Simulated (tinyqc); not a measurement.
Electron-beam lithography: double-Gaussian proximity function, edge placement and dose correction for parallel lines: one step, computed by the program tinyqc.

Lines are infinitely long. Absorbed energy is counted so that the middle of a very large area written at dose 1 receives 1; the resist develops where it exceeds 1/2.

Task: Dose to size and latitude. A test line of width w << beta in surroundings of density rho, all at dose d: near its edge E(x) = d [S + eta rho]/(1 + eta), S = [erf((b - x)/alpha) - erf((a - x)/alpha)]/2 for edges a and b, the second term being the background energy. Dose to size d_s = (1 + eta)/(erf(w/alpha) + 2 eta rho), dose = d_s D0; edge slope d [1 - exp(-w^2/alpha^2)]/(sqrt(pi) alpha (1 + eta)); width change per 1 % of dose = 2 x 0.01 x (1/2)/slope.

Inputs (values chosen for the exercise, of the order of those for 30 keV electrons in resist on silicon):
```
quantity                               value               unit
forward range alpha                   0.0092         micrometre
backscatter ratio eta                   0.95                  -
base dose D0                             870  microcoulomb/cm^2
width of the test line                   0.1         micrometre
pattern density around the test line    0.42                  -
```

Give: dose to size d_s; dose; edge slope; width change per 1 % of dose; background energy.

Result:

dose to size d_s = 1.0845

dose = 943.55 microcoulomb/cm^2

edge slope = 0.034107 1/nm

width change per 1 % of dose = 0.29319 nm

background energy = 0.22191

The background supplies 44 % of the threshold.
